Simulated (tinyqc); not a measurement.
What moves the results: complex band structure along [001] in sp3s* tight binding. A value that a table varies takes the place of the one given here.

For k = (0, 0, kz) the phase sums are g0 = cos(phi) and g3 = i sin(phi), phi = kz a/4, and the s, pz, s* orbitals of anion (a) and cation (c) decouple from px, py. With z = exp(i phi), H(z) = H0 + z T + T^T/z for any complex z. H0 is diagonal (Esa, Epa, Exa, Esc, Epc, Exc). The anion-cation block is B(z) = z U + W/z and the cation-anion block z W^T + U^T/z, where U has Vss/2 (s,s), Vsapc/2 (s,z), -Vscpa/2 (z,s), Vxx/2 (z,z), Vxapc/2 (s*,z), -Vpaxc/2 (z,s*), and W has the same values with the s-z and s*-z signs reversed. |z| = 1 is a band state, |z| < 1 decays along [001] as exp(-kappa d) over a distance d, kappa = -(4/a) ln|z|. No spin-orbit coupling.

Constants: hbar^2/2m0 = 3.80998211 eV angstrom^2.

Inputs chosen for the exercise (out of a larger set: near a published set for GaAs, fitted to gaps, whose masses and valley positions are rough (light masses up to twice too heavy); not measured data): p = (-8.356, 1.04, -2.648, 3.663, 8.584, 6.744, -6.445, 1.951, 5.059, 4.464, 5.771, 4.848, 4.802) eV (order Esa, Epa, Esc, Epc, Exa, Exc, Vss, Vxx, Vxy, Vsapc, Vscpa, Vxapc, Vpaxc); a = 5.651 angstrom (lattice constant); dE = 0.51 eV (E - Ev).

## Decay across the direct gap

Ev = 0.00066 eV
EG (direct gap) = 1.54598 eV

masses of this model, from the curvature at Gamma (m0): m_lh 0.08948, m_e 0.11926

kappa of the imaginary branch at Gamma against three formulas: parabolic from the valence edge, sqrt(m_lh E/c); parabolic from the conduction edge, sqrt(m_e (EG - E)/c); two-band (Franz), sqrt(m E (1 - E/EG)/c) with m = 2 m_lh m_e/(m_lh + m_e). E from Ev; c = hbar^2/2m0.

kappa (1/angstrom):
```
E/EG  E (eV)  tight binding  parabolic, valence  parabolic, conduction  two-band
0.05  0.0773         0.0417              0.0426                 0.2144    0.0444
0.15  0.2319         0.0690              0.0738                 0.2028    0.0727
0.25  0.3865         0.0846              0.0953                 0.1905    0.0882
0.35  0.5411         0.0942              0.1127                 0.1774    0.0972
0.50  0.7730         0.1007              0.1347                 0.1556    0.1018
0.65  1.0049         0.0982              0.1536                 0.1301    0.0972
0.75  1.1595         0.0906              0.1650                 0.1100    0.0882
0.85  1.3141         0.0761              0.1757                 0.0852    0.0727
0.95  1.4687         0.0474              0.1857                 0.0492    0.0444
```

How do the results move?

The branch joins the light-hole and conduction bands and peaks, among these rows, at E/EG = 0.50 with kappa = 0.1007 1/angstrom. At mid-gap the parabola from the conduction edge is +55 % off and the two-band form +1.2 %; over 5 nm the parabola would misstate exp(-2 kappa d) by a factor 242.

## Band-to-band tunnelling in a uniform field

WKB at zero transverse momentum: T = exp(-2 I/(eF)), I = integral of kappa dE across the direct gap (8 Gauss-Legendre points in theta, E = EG sin^2 theta, 0 to pi/2); 1 MV/cm = 0.01 V/angstrom. The two-band form gives I = (pi/8) sqrt(m/c) EG^(3/2) with m = 2 m_lh m_e/(m_lh + m_e).

Tunnelling:
```
F (MV/cm)  path EG/eF (angstrom)  exponent 2I/eF  T, tight binding  T, two-band
0.50                       309.2          49.127          4.62e-22     3.30e-22
0.75                       206.1          32.751          5.97e-15     4.77e-15
1.00                       154.6          24.564          2.15e-11     1.82e-11
1.50                       103.1          16.376          7.73e-08     6.91e-08
2.00                        77.3          12.282          4.64e-06     4.26e-06
3.00                        51.5           8.188          0.000278     0.000263
4.00                        38.6           6.141           0.00215      0.00206
```

I, tight binding = 0.122818 eV/angstrom
I, two-band = 0.123660 eV/angstrom

How do the results move?

The two-band integral is +0.69 % from the tight-binding one, which makes the two-band T 0.7141 times the other at 0.5 MV/cm and 0.9588 times at 4 MV/cm. Doubling the field from 1 to 2 MV/cm halves the exponent and raises T by a factor 2.16e+05.

## Energy and lattice constant

The slowest root of the s-pz block and the heavy-hole branch, sinh^2(kappa a/4) = ((E - Epa)(E - Epc) - Vxx^2)/(Vxx^2 - Vxy^2), at E = Ev + dE with Ev the lower root of [[Epa, Vxx], [Vxx, Epc]]; the couplings are kept when a changes. Each row changes one parameter from the base and keeps the others.

Results:
```
case                slowest kappa (1/angstrom)  heavy-hole kappa (1/angstrom)
base                                    0.0927                         0.2183
dE = 0.48 eV                            0.0910                         0.2127
a = 5.821 angstrom                      0.0900                         0.2119
```

What can be read from the table?

The largest shifts from the base row, up to three for each result and ties (the steps differ in size, so this ranks the rows, not the parameters). slowest kappa (1/angstrom): a -0.0027, dE -0.0017. heavy-hole kappa (1/angstrom): a -0.0064, dE -0.0056. With the couplings fixed, kappa a stays, so kappa scales as 1/a.

Run: tinyqc, `OMP_NUM_THREADS=1 python tinyqc.py 1450097 1450098 out.jsonl`; Intel(R) Xeon(R) Processor @ 2.30GHz, one thread, shared host; about 0.01 s of CPU time with all checks.
